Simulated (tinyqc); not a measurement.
Changing the bond bending beta_A: Keating valence-force model of a tetrahedral crystal. Computed by tinyqc, a small Python program. Command: `OMP_NUM_THREADS=1 python tinyqc.py 3000577 3000578 out.jsonl keating sweep`. One thread of a shared host (Intel(R) Xeon(R) Processor @ 2.30GHz), about 0.03 s of CPU time with the checks.

Atom A sits at 0 and atom B at a/4 (1,1,1) of an fcc lattice; the four bonds from A are t = a/4 (1,1,1), a/4 (1,-1,-1), a/4 (-1,1,-1), a/4 (-1,-1,1), of length d = sqrt(3) a/4. Energy: E = (3 alpha/(8 d^2)) sum over bonds (r.r - d^2)^2 + (3 beta/(8 d^2)) sum over pairs of bonds at one atom (r_i.r_j + d^2/3)^2, with beta_A for the six pairs at A and beta_B for the six at B. The cell holds two atoms, Omega = a^3/4. 1 N/m = 1 J/m^2. With constants fitted to the elastic moduli this model puts optical and zone-boundary frequencies of real crystals too high, by up to about 20 % in elemental crystals and up to about 50 % in compounds, and mostly by more for TA modes; in compounds the lattice part of the static dielectric constant then comes out too low.

Inputs (values chosen for the exercise, modelled on gallium arsenide): lattice constant a = 5.653 angstrom; mass M_A = 69.72 u; mass M_B = 74.92 u; bond stretching alpha = 40.2 N/m; bond bending beta_B = 10.5 N/m.

Structure: zinc blende.

Constants: nu for 1 eV/(angstrom^2 u) = 15.6333042 THz; 1 eV/angstrom^2 = 16.02176634 J/m^2; 1 THz = 33.35640952 1/cm.

Method:
- beta = (beta_A + beta_B)/2; C11 = (alpha + 3 beta)/a, C12 = (alpha - beta)/a, C44 = 4 alpha beta/(a (alpha + beta)); with the two sublattices clamped C44(0) = (alpha + beta)/a; internal-strain parameter zeta = (alpha - beta)/(alpha + beta); B = (C11 + 2 C12)/3.
- beta = (beta_A + beta_B)/2; mu = M_A M_B/(M_A + M_B); lambda = 4 (alpha + beta)/mu with the springs in eV/angstrom^2; nu = 15.6333042 THz x sqrt(lambda).
- With displacements u exp(i q.r), each bracket changes by g.u, where g = (g_A, g_B): bond t, g = (-2 t, 2 t exp(i q.t)); pair (i, j) at A, g = (-(t_i + t_j), t_i exp(i q.t_j) + t_j exp(i q.t_i)); pair at B, g = (-t_i exp(-i q.t_j) - t_j exp(-i q.t_i), t_i + t_j). Then D_mn = sum over the 4 bonds and 12 pairs of (4 k/a^2) conj(g_m) g_n / sqrt(M_m M_n), with k = alpha or beta converted to eV/angstrom^2. Only the short-range forces enter; the Coulomb field of the charges is left out.
- An eigenvalue lambda of D in eV/(angstrom^2 u) gives nu = 15.6333042 THz x sqrt(lambda).
- Take the lowest frequency at X = (1, 0, 0) 2 pi/a, the transverse acoustic (TA) mode.

One run for each value; columns: (1) bond bending beta_A (N/m); (2) C44 (GPa); (3) internal-strain parameter zeta; (4) TA frequency at X (THz); (5) C11 (GPa); (6) C12 (GPa); (7) nu_TO at G (THz):
```
(1)      (2)      (3)     (4)     (5)     (6)     (7)
1.2    36.14  0.74593  3.1415  102.16  60.764   8.821
2.0    38.27  0.73089  3.2471  104.28  60.057   8.859
3.2    41.41  0.70882  3.3994  107.47  58.995   8.916
5.2    46.47  0.67326  3.6390  112.77  57.226   9.010
8.4    54.14  0.61934  3.9925  121.26  54.396   9.159
14.0   66.44  0.53289  4.5452  136.12  49.443   9.414
22.0   81.88  0.42427  5.2342  157.35  42.367   9.766
36.0  104.23  0.26714  6.2581  194.50  29.984  10.354
```

Describe and explain the trends.

Over the rows, C44 (GPa) rises from 36.1 to 104 (exponent d ln y / d ln x 0.11 between the first rows and 0.49 between the last); internal-strain parameter zeta falls from 0.746 to 0.267 (exponent d ln y / d ln x -0.040 between the first rows and -0.94 between the last); TA frequency at X (THz) rises from 3.14 to 6.26 (exponent d ln y / d ln x 0.065 between the first rows and 0.36 between the last). The clamped-to-relaxed loss zeta^2 shrinks from 56 % to 7 %. Without bond bending C44, C11 - C12 and the TA frequency at X would all vanish: the tetrahedral net is held against shear by its angles.

Extremes, crossings and ranges named in words are read from the listed rows.
